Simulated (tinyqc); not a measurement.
Three ways to the same curve: density of states of one tight-binding band of a chain.

E(k) = -2 t cos(2 pi k) - 2 t2 cos(4 pi k); k in fractions of the reciprocal vectors, mesh k_i = j/N with j = 0 .. N-1. Densities are per cell and per spin, so the band holds one state.

Each interval of the mesh is a segment with E linear in k: n = (E - e1)/(e2 - e1), g = 1/(e2 - e1) between its end values.

Gaussian broadening: g(E) = mean over the mesh of exp(-(E - E_k)^2/(2 sigma^2))/(sigma sqrt(2 pi)), n(E) = mean of erfc((E_k - E)/(sigma sqrt 2))/2.

Inputs chosen for the exercise: t = 2.49 eV (nearest hopping); t2 = -0.18 eV (second hopping); N2 = 24 (mesh points along each axis in this comparison); sigma = 0.747 eV (Gaussian width).

N = N2 here; the reference is the linear method with N = 4000.

g(E) (1/eV):

| E (eV) | reference | linear segments | Gaussian, sigma | Gaussian, sigma/4 | reference n(E) |
|---|---|---|---|---|---|
| -3.714 | 0.125 | 0.136 | 0.135 | 0.119 | 0.227 |
| -2.808 | 0.089 | 0.098 | 0.098 | 0.136 | 0.321 |
| -1.903 | 0.075 | 0.078 | 0.077 | 0.048 | 0.395 |
| -0.997 | 0.067 | 0.067 | 0.068 | 0.001 | 0.458 |
| -0.092 | 0.063 | 0.062 | 0.064 | 0.064 | 0.517 |
| 0.813 | 0.062 | 0.062 | 0.063 | 0.121 | 0.573 |
| 1.719 | 0.062 | 0.063 | 0.063 | 0.001 | 0.629 |
| 2.624 | 0.066 | 0.069 | 0.068 | 0.043 | 0.687 |
| 3.530 | 0.075 | 0.086 | 0.082 | 0.178 | 0.751 |
| 4.435 | 0.099 | 0.086 | 0.106 | 0.170 | 0.828 |

What does the comparison show, and why?

Root-mean-square errors against the reference: 0.0072 for linear segments, 0.0053 for sigma and 0.0552 for sigma/4. The narrow Gaussian is worse than the wide one, because it resolves the separate mesh levels. The reference is highest at -3.714 eV of the energies listed, and half filling lies between -0.997 and -0.092 eV.

Computed by tinyqc, a small Python program: `OMP_NUM_THREADS=1 python tinyqc.py 1652015 1652016 out.jsonl` (the numbers bound the seed that draws the inputs); one thread of a shared host (Intel(R) Xeon(R) Processor @ 2.30GHz), about 0.01 s for the whole set of steps.
